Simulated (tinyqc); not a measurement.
Model-solid line-up of a strained alloy layer on a substrate, step by step. Values are carried at full precision from step to step, so a last printed digit may differ when a step is redone from the rounded ones.

All values of the alloy are linear in x but the gap, Eg(x) = (1 - x) Eg_A + x Eg_B - C x (1 - x), and the valence edge, Ev(x) = (1 - x) Ev_A + x Ev_B + fv C x (1 - x); Ec = Ev + Eg. Ev is the top of the unstrained valence band on a scale common to all materials. In the layer only the Gamma valley of the conduction band is followed, also where an X or L valley would lie lower.

Parameters, chosen for this exercise (A near AlAs, B near InAs, substrate near InP; shifted at random, so the results belong to these values and not to a real crystal): a = (5.667, 6.059) angstrom (lattice constant of A, B); Eg = (3.075, 0.413) eV (gap at Gamma to the s-like level of A, B); Dso = (0.277, 0.387) eV (spin-orbit splitting of A, B); Ev = (-1.35, -0.59) eV (top of the unstrained valence band of A, B); ac = (-5.7, -5.11) eV (conduction deformation potential of A, B); av = (2.44, 0.99) eV (valence hydrostatic potential of A, B); b = (-2.3, -1.8) eV (tetragonal shear potential of A, B); d = (-3.44, -3.58) eV (trigonal shear potential of A, B); C11 = (124.1, 84.5) GPa (of A, B); C12 = (53.5, 45.2) GPa (of A, B); C44 = (53.9, 40.1) GPa (of A, B); C = 0.664 eV (bowing of the gap); fv = 0.2 (share of the bowing taken by the valence edge); x = 0.65 (fraction of B); a_s = 5.878 angstrom (substrate); face = 001 (growth face); Eg_s = 1.411 eV (lowest gap of the substrate); Ev_s = -0.94 eV (substrate valence edge).

## Values of the alloy

Interpolate.

Alloy at x (a in angstrom, C11, C12, C44 in GPa, all else in eV):

| symbol | value |
|---|---|
| a | 5.9218 |
| Eg | 1.1936 |
| Dso | 0.3485 |
| Ev | -0.8258 |
| ac | -5.3165 |
| av | 1.4975 |
| b | -1.9750 |
| d | -3.5310 |
| C11 | 98.3600 |
| C12 | 48.1050 |
| C44 | 44.9300 |

## Strain on the (001) substrate

Coherent growth on a (001) face: e_par = (a_s - a)/a, e_perp = -2 (C12/C11) e_par; exx = eyy = e_par, ezz = e_perp, no shear.

Use the values of the alloy.

e_par = -0.007396
e_perp = 0.007235

strain tensor in the cubic axes:
```
           x          y         z
x  -0.007396   0.000000  0.000000
y   0.000000  -0.007396  0.000000
z   0.000000   0.000000  0.007235
```

The layer is under compression in the plane; its volume changes by -0.756 %.

## Strained band edges

Strained edges: Ec + ac tr(e); the valence edges are Ev plus the levels of the 6 x 6 matrix of X, Y, Z times spin with -Dso/3 + l exx + m (eyy + ezz) on the diagonal (cyclic), n exy off it, l = av + 2 b, m = av - b, n = sqrt(3) d. Spin-orbit term (Dso/3) L.sigma on X, Y, Z with (L_k)_ij = -i epsilon_kij: <X+|H|Y+> = -i Dso/3, <X+|H|Z-> = Dso/3, <Y+|H|Z-> = -i Dso/3, <Z+|H|X-> = -Dso/3, <Z+|H|Y-> = i Dso/3, <X-|H|Y-> = i Dso/3, and their conjugates; + and - are the spin along z.

Give the hydrostatic shifts, the strain block and the edges.

ac tr(e), av tr(e) (eV): 0.0402  -0.0113

strain block (eV), lower triangle:
```
        X       Y        Z
X  0.0176
Y       0  0.0176
Z       0       0  -0.0691
```

Ec and the three valence edges from the top (eV): 0.4080  -0.8082  -0.8609  -1.1907

strained gap = 1.2162 eV

Strain moves the gap by +23 meV: +52 meV from the volume and -29 meV from the splitting of the valence edge, which always raises the top.

## Offsets against the substrate material

dEc = Ec(substrate) - Ec(layer), dEv = Ev(layer) - Ev(substrate); positive values confine the carrier in the layer. Type I: both of one sign; type II: opposite signs; type III: the gaps do not overlap.

Give also the smallest gap across the interface, min Ec - max Ev.

dEc = 0.0630 eV
dEv = 0.1318 eV

type: I

smallest gap = 1.2162 eV

Both carriers collect in the layer; the conduction band takes 32 % of the gap difference. Where the alloy is indirect its X or L edge, left out, lies lower and changes dEc.

## Critical thickness (Matthews-Blakeslee, single layer)

h = K (ln(h/b) + 1) with K = b (1 - nu/4)/(4 pi |e_par| (1 + nu)) for 60-degree dislocations, b = a/sqrt(2) the Burgers vector (not the shear potential of the table), nu = C12/(C11 + C12). Iterate from h = 10 b until h changes by less than 1e-6 of itself.

b (Burgers vector) = 4.1873 angstrom
nu = 0.3284
K = 31.13 angstrom

first iterates (angstrom): 41.9  102.8  130.8  138.3  140.0  140.4

critical thickness = 14.05 nm

Thicker layers can relax, and the strained edges then no longer apply; metastable growth often exceeds this equilibrium value.

## Checks

- Valence edges against the closed form for (001) strain: they agree to 1e-10 or better.

Program tinyqc; command `OMP_NUM_THREADS=1 python tinyqc.py 1081547 1081548 out.jsonl`; about 0.01 s on one thread of a shared Intel(R) Xeon(R) Processor @ 2.30GHz.
